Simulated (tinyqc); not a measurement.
Long-channel MOSFET, surface-potential model: two steps of the calculation.

n-channel transistor on a uniformly doped p-type body, gradual-channel approximation, constant mobility, Boltzmann statistics, full ionisation. Potentials are counted from the neutral body; V is the electron quasi-Fermi potential, Vsb at the source and Vsb + Vds at the drain. Charges are magnitudes per area.

Parameters, values chosen for the exercise; material values close to those of silicon: temperature T = 250 K; band gap Eg = 1.14 eV; relative permittivity of the semiconductor eps_r = 11.6; conduction-band density of states at T Nc = 2.16e19 cm^-3; valence-band density of states at T Nv = 1.99e19 cm^-3; acceptor density of the body Na = 5.5e17 cm^-3; relative permittivity of the gate insulator eox = 23.9; insulator thickness tox = 80 nm; flat-band voltage Vfb = -0.8 V; source-body reverse bias Vsb = 1 V; gate-source voltage Vgs = 2.81 V.

Constants: q = 1.602176634e-19 C, kB = 1.380649e-23 J/K, Vt = kB T/q, eps0 = 8.8541878128e-14 F/cm where lengths are in cm. Results are converted to the units shown.

Question 1. Body potential, insulator capacitance and body factor. ni = sqrt(Nc Nv) exp(-Eg/(2 Vt)), Eg in volts; phiF = Vt ln(Na/ni); Cox = eps0 eox/tox; gamma = sqrt(2 q eps0 eps_r Na)/Cox. VT = Vfb + 2 phiF + gamma sqrt(2 phiF + Vsb), m = 1 + gamma/(2 sqrt(2 phiF + Vsb)).

Wanted: ni; phiF; Cox; gamma; VT; m.

Answer 1.

ni = 6.698e7 cm^-3
phiF = 0.4918 V
Cox = 0.2645 uF/cm^2
gamma = 1.608 V^0.5
VT = 2.449 V
m = 1.571

Question 2. Surface potential at the source by Newton steps. With V = Vsb: G = psi - Vt + Vt e, e = exp((psi - 2 phiF - Vsb)/Vt); f = Vgs + Vsb - Vfb - psi - gamma sqrt(G); f' = -1 - gamma (1 + e)/(2 sqrt(G)); psi(new) = psi - f/f'.

psi after iteration 1 = 2.1521750 V
phiF = 0.49180753 V
gamma = 1.6084155 V^0.5

Find: G; f; f'; psi after iteration 2.

Answer 2.

G = 55.999 V
f = -9.5783 V
f' = -269.83
psi after iteration 2 = 2.1167 V

tinyqc, about 0.05 s, one thread, Intel Xeon 2.30GHz (shared host): `OMP_NUM_THREADS=1 python tinyqc.py 2360030 2360031 out.jsonl`
